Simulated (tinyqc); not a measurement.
Precursor delivery and alloy composition in metal-organic vapour-phase epitaxy: one step, computed by the program tinyqc.

Carrier gas leaves each bubbler saturated. Group-III species cross a boundary layer and react at the surface; element 2 can also desorb. The film is (1)_(1-x) (2)_x V with a zinc-blende cell.

Task: Molar flows. Temperatures in kelvin are T(C) + 273.15. Vapour pressure p_v = 10^(a - b/T); precursor flow = carrier flow x p_v/(p_b - p_v); 1 sccm = 44.615 micromol/min; V/III = hydride flow over the sum of both; gas share x_g = F2/(F1 + F2).

Inputs (values chosen for the exercise, close to those used for InGaP from TEGa and TMIn): source 1: a in log10(p/torr) = a - b/T = 8.08; source 1: b = 2162 K; source 1: bath temperature = 16 C; source 1: carrier flow = 5.5 sccm; source 2: a = 10.52; source 2: b = 3014 K; source 2: bath temperature = 16 C; source 2: carrier flow = 300 sccm; bubbler pressure p_b = 600 torr; group-V hydride flow = 78 sccm.

Give: vapour pressures; molar flows; V/III ratio; gas share x_g.

Result:

vapour pressures (torr): source 1 4.0079, source 2 1.2484

molar flows (micromol/min): F1 1.6501, F2 27.906

V/III ratio = 117.74

gas share x_g = 0.94417

The slope of F2 with the temperature of bath 2 is b ln(10)/T^2 x p_b/(p_b - p_v) = 8.3 % per kelvin.
